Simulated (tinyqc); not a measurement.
Capacitance of parallel on-chip lines from Laplace's equation on a mesh: two steps of the calculation.

Cross-section of an endless row of equal lines between two grounded planes; neighbours are driven in antiphase (+1 V and -1 V), so the plane midway between two lines is at 0 V. By symmetry one quarter is solved: x runs from the centre of a line (column 0, mirror) to that midplane (column 3, 0 V), y from the mid-height of the line (row 0, mirror) to the ground plane (row 5, 0 V). The line fills columns 0 to 1 and rows 0 to 2 at 1 V. Cells beside the line (below row 2) have e2, cells above have e1. Each link between nodes has the conductance g = mean permittivity of the two cells beside it (a cell beyond a mirror counts as 0), and the free nodes obey sum g (V_neighbour - V) = 0.

Parameters, values chosen for the exercise: relative permittivity above and below the lines e1 = 2.4; relative permittivity between the lines e2 = 2; over-relaxation factor om = 1.4.

Question 1. Link conductances. gx[j, i] joins node (row j, column i) to column i + 1, gy[j, i] to row j + 1.

Find: gx; gy.

Answer 1.

gx:

|  | col 0 | col 1 | col 2 |
|---|---|---|---|
| row 0 | 1.000 | 1.000 | 1.000 |
| row 1 | 2.000 | 2.000 | 2.000 |
| row 2 | 2.200 | 2.200 | 2.200 |
| row 3 | 2.400 | 2.400 | 2.400 |
| row 4 | 2.400 | 2.400 | 2.400 |
| row 5 | 1.200 | 1.200 | 1.200 |

gy:

|  | col 0 | col 1 | col 2 | col 3 |
|---|---|---|---|---|
| row 0 | 1.000 | 2.000 | 2.000 | 1.000 |
| row 1 | 1.000 | 2.000 | 2.000 | 1.000 |
| row 2 | 1.200 | 2.400 | 2.400 | 1.200 |
| row 3 | 1.200 | 2.400 | 2.400 | 1.200 |
| row 4 | 1.200 | 2.400 | 2.400 | 1.200 |

Question 2. Relaxation sweep. One sweep visits the free nodes row by row from row 0, left to right, and replaces V by V + om (weighted mean of the neighbours - V), using new values at once.

V after sweep 1 (V):

|  | col 0 | col 1 | col 2 | col 3 |
|---|---|---|---|---|
| row 0 | 1.0000000 | 1.0000000 | 0.3500000 | 0.0000000 |
| row 1 | 1.0000000 | 1.0000000 | 0.4725000 | 0.0000000 |
| row 2 | 1.0000000 | 1.0000000 | 0.5003409 | 0.0000000 |
| row 3 | 0.3500000 | 0.4725000 | 0.3404943 | 0.0000000 |
| row 4 | 0.1225000 | 0.2082500 | 0.1920605 | 0.0000000 |
| row 5 | 0.0000000 | 0.0000000 | 0.0000000 | 0.0000000 |

gx:

|  | col 0 | col 1 | col 2 |
|---|---|---|---|
| row 0 | 1 | 1 | 1 |
| row 1 | 2 | 2 | 2 |
| row 2 | 2.2 | 2.2 | 2.2 |
| row 3 | 2.4 | 2.4 | 2.4 |
| row 4 | 2.4 | 2.4 | 2.4 |
| row 5 | 1.2 | 1.2 | 1.2 |

gy:

|  | col 0 | col 1 | col 2 | col 3 |
|---|---|---|---|---|
| row 0 | 1 | 2 | 2 | 1 |
| row 1 | 1 | 2 | 2 | 1 |
| row 2 | 1.2 | 2.4 | 2.4 | 1.2 |
| row 3 | 1.2 | 2.4 | 2.4 | 1.2 |
| row 4 | 1.2 | 2.4 | 2.4 | 1.2 |

Wanted: V after sweep 2.

Answer 2.

V after sweep 2 (V):

|  | col 0 | col 1 | col 2 | col 3 |
|---|---|---|---|---|
| row 0 | 1.000 | 1.000 | 0.541 | 0.000 |
| row 1 | 1.000 | 1.000 | 0.525 | 0.000 |
| row 2 | 1.000 | 1.000 | 0.447 | 0.000 |
| row 3 | 0.584 | 0.557 | 0.283 | 0.000 |
| row 4 | 0.301 | 0.284 | 0.122 | 0.000 |
| row 5 | 0.000 | 0.000 | 0.000 | 0.000 |

tinyqc, about 0.4 s, one thread, Intel Xeon 2.30GHz (shared host): `OMP_NUM_THREADS=1 python tinyqc.py 2790141 2790142 out.jsonl`
